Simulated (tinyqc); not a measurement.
# Inputs raised by 5 %, one at a time

Model: polytypes and stacking faults of a tetrahedral semiconductor in an axial Ising model with couplings up to third neighbours. Computed by tinyqc, a small Python program. Command: `OMP_NUM_THREADS=1 python tinyqc.py 3006973 3006974 out.jsonl polytype sens`. One thread of a shared host (Intel(R) Xeon(R) Processor @ 2.30GHz), about 0.01 s of CPU time with the checks.

Each double layer has s = +1 or -1 for the sense of its stacking step; E per pair of atoms = E0 - sum_n J_n <s_i s_(i+n)>, n = 1, 2, 3. Hexagonality h = (1 - <s_i s_(i+1)>)/2.

Inputs (values chosen for the exercise, for a model crystal): J1 = 1.66 meV/pair; J2 = -4.34 meV/pair; J3 = -0.18 meV/pair; basal lattice constant a = 3.08 angstrom; shear modulus G = 195 GPa; Poisson ratio nu = 0.18; binding energy of the fault level E_b = 0.17 eV; in-plane mass m = 0.25 m0; effective density of states N_c at 300 K = 2.3e+19 1/cm^3; electron density n = 8.9e+15 1/cm^3; temperature T = 400 K.

Host polytype: 6H.

fault coefficients k_n, rows single Shockley (42), Frank-type (32), Frank-type (43), columns J1, J2, J3:
$$\begin{pmatrix}
0.000000 & 0.000000 & -4.000000 \\
0.666667 & 1.333333 & -2.000000 \\
-0.666667 & -1.333333 & -2.000000
\end{pmatrix}$$

Constants: 1 eV/angstrom^2 = 16.02176634 J/m^2; m_0 = 9.1093837015e-31 kg; hbar = 1.054571817e-34 J s; k_B = 1.380649e-23 J/K; k_B = 8.617333262e-05 eV/K.

Method:
- Faults in 6H: the sequences single Shockley (42) (++++--), Frank-type (32) (+++--), Frank-type (43) (++++---) are put between perfect repeats; k_n = (layers x C_n of the host) - sum_i s_i s_(i+n). gamma = sum k_n J_n/A, A = (sqrt 3/2) a^2; 1 meV/angstrom^2 = 16.02177 mJ/m^2.
- Screw line, bounded by the single Shockley (42) fault of energy gamma: b = a, partials b_p = a/sqrt 3; d = G b_p^2 (2 - 3 nu)/(8 pi gamma (1 - nu)). One partial is driven off by the shear stress gamma/b_p along its Burgers vector.
- The fault binds electrons in a two-dimensional band E_b below the conduction edge, g2 = m m0/(pi hbar^2) for one valley. With the Fermi level held by the bulk, eta = ln[n/N_c(T)], N_c(T) = N_c (T/300)^1.5, the grand potential falls by g2 (k_B T)^2 F1(x), x = eta + E_b/(k_B T), F1(x) = integral from 0 to infinity of ln(1 + exp(x - t)) dt; sheet density g2 k_B T ln(1 + e^x). Band bending by the trapped charge is left out, so the gain is an upper bound.
- Net fault energy = gamma of the single Shockley (42) fault less the electronic gain.

Runs; columns: (1) input moved; (2) from; (3) to; (4) energy of the glide fault, single Shockley (42) (mJ/m^2); (5) splitting width d (nm); (6) electronic gain (mJ/m^2); (7) sheet density (1/cm^2):
```
(1)                                                    (2)        (3)    (4)    (5)       (6)        (7)
base run                                                 -          -  1.404  311.1  0.006868  1.233e+11
J1 (meV/pair)                                         1.66      1.743  1.404  311.1  0.006868  1.233e+11
J2 (meV/pair)                                        -4.34     -4.557  1.404  311.1  0.006868  1.233e+11
basal lattice constant a (angstrom)                   3.08      3.234  1.274  378.1  0.006868  1.233e+11
in-plane mass m (m0)                                  0.25     0.2625  1.404  311.1  0.007211  1.295e+11
electron density n (1/cm^3)                        8.9e+15  9.345e+15  1.404  311.1  0.007208  1.294e+11
temperature T (K)                                      400        420  1.404  311.1  0.005577  9.557e+10
effective density of states N_c at 300 K (1/cm^3)  2.3e+19  2.415e+19  1.404  311.1  0.006544  1.175e+11
```

Exponents ln(y'/y) / ln(x'/x):
```
input                                     energy of the glide fault, single Shockley (42)  splitting width d  electronic gain  sheet density
J1                                                                                      0                  0            0.000          0.000
J2                                                                                      0                  0            0.000          0.000
basal lattice constant a                                                               -2                  4            0.000          0.000
in-plane mass m                                                                         0                  0            1.000          1.000
electron density n                                                                      0                  0            0.991          0.983
temperature T                                                                           0                  0           -4.267         -5.221
effective density of states N_c at 300 K                                                0                  0           -0.992         -0.983
```

Among the inputs moved here: energy of the glide fault, single Shockley (42) answers most in size to basal lattice constant a (exponent -2.000); its exponent is below 0.0005 for J1, J2, in-plane mass m, electron density n, temperature T, effective density of states N_c at 300 K. Its exponent -2.000 in basal lattice constant a: energy per area of the basal cell. Splitting width d answers most in size to basal lattice constant a (exponent +4.000); its exponent is below 0.0005 for J1, J2, in-plane mass m, electron density n, temperature T, effective density of states N_c at 300 K. electronic gain answers most in size to temperature T (exponent -4.267), next to in-plane mass m (+1.000); its exponent is below 0.0005 for J1, J2, basal lattice constant a. Its exponent +1.000 in in-plane mass m: the two-dimensional density of states. Its exponent +0.991 in electron density n: a nearly empty well. Sheet density answers most in size to temperature T (exponent -5.221), next to in-plane mass m (+1.000); its exponent is below 0.0005 for J1, J2, basal lattice constant a.
